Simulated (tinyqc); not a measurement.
Two-mode optical phonons of a ternary alloy from two coupled oscillators: one step, computed by the program tinyqc. Command: `OMP_NUM_THREADS=1 python tinyqc.py 3009431 3009432 out.jsonl twomode walk`. One thread of a shared host (Intel(R) Xeon(R) Processor @ 2.30GHz), about 0.01 s of CPU time with the checks.

An alloy A(x)B(1-x)C has an A-C and a B-C bond oscillator. Each TO frequency moves linearly from the impurity mode (dilute end) to the TO of the pure crystal; each strength is proportional to the number of bonds.

Question. Share of the polar coupling. eps(omega) = eps_inf + W_1/(omega_1^2 - omega^2) + W_2/(omega_2^2 - omega^2) = 0 is the eigenproblem of the matrix [[omega_1^2 + W_1/eps_inf, sqrt(W_1 W_2)/eps_inf], [sqrt(W_1 W_2)/eps_inf, omega_2^2 + W_2/eps_inf]] for omega_LO^2. The polar coupling of mode j is c_j = (u_j . sqrt(W))^2/(eps_inf^2 omega_j^2), u_j its eigenvector and omega_j here its LO frequency; the c_j add up to 1/eps_inf - 1/eps_s. Froehlich constant alpha_j = (e^2/(4 pi eps_0)) c_j k_j/(2 E_j), E_j = h c omega_j, k_j = sqrt(m* E_j/(hbar^2/(2 m_0))).

Inputs (values chosen for the exercise, modelled on In(x)Ga(1-x)As, with A-C the InAs-like and B-C the GaAs-like bond): electron mass m* = 0.082 m_0.

omega_1 (A-C, TO) = 226.14 1/cm

omega_2 (B-C, TO) = 260.12 1/cm

eps_inf = 11.4

W_1 = 53749.47 1/cm^2

W_2 = 76340.88 1/cm^2

Constants: e^2/(4 pi eps_0) = 14.39964548 eV angstrom; hbar^2/(2 m_0) = 3.80998212 eV angstrom^2; 1 THz = 33.35640952 1/cm; h x 1 THz = 4.135667696 meV.

Give: c_j, lower and upper mode; share of the upper mode; alpha_j, lower and upper mode.

Answer.

c_j, lower and upper mode: [0.003138, 0.01094]

share of the upper mode = 0.7771

alpha_j, lower and upper mode: [0.01950, 0.06251]
